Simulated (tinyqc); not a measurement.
Defect-molecule model of a vacancy with Jahn-Teller distortion: one step. Transition levels and the effective U. Two cases, with inputs chosen for the exercise.

Problem. From the energies W_n of the relaxed states with n = 0, 1, 2 electrons: E(2+/+) = W1 - W0, E(+/0) = W2 - W1, U_eff = E(+/0) - E(2+/+), E(2+/0) = (W2 - W0)/2.

Give: levels above Ev; U_eff.

Case 1.

States:

| n | charge | Q_n (angstrom) | gain (eV) | W_n (eV) |
|---|---|---|---|---|
| 0 | 2+ | 0.000000 | 0.000000 | 0.000000 |
| 1 | + | 0.136585 | 0.152976 | 0.217024 |
| 2 | 0 | 0.273171 | 0.611902 | 0.378098 |

Solution.

levels above Ev (eV): (2+/+) 0.2170, (+/0) 0.1611, (2+/0) 0.1890

U_eff = -0.0560 eV

U_eff < 0: the second electron is bound more strongly than the first, the + state is never the lowest, and the charge changes by two at 0.1890 eV.

Case 2.

States:

| n | charge | Q_n (angstrom) | gain (eV) | W_n (eV) |
|---|---|---|---|---|
| 0 | 2+ | 0.000000 | 0.000000 | 0.000000 |
| 1 | + | 0.118563 | 0.117377 | 0.222623 |
| 2 | 0 | 0.237126 | 0.469509 | 0.350491 |

Solution.

levels above Ev (eV): (2+/+) 0.2226, (+/0) 0.1279, (2+/0) 0.1752

U_eff = -0.0948 eV

U_eff < 0: the second electron is bound more strongly than the first, the + state is never the lowest, and the charge changes by two at 0.1752 eV.

Computed by tinyqc, one run a case: `OMP_NUM_THREADS=1 python tinyqc.py N N+1 out.jsonl` with N = 1450057, 1450120; one thread of a shared Intel(R) Xeon(R) Processor @ 2.30GHz, about 0.01 s a run at most.
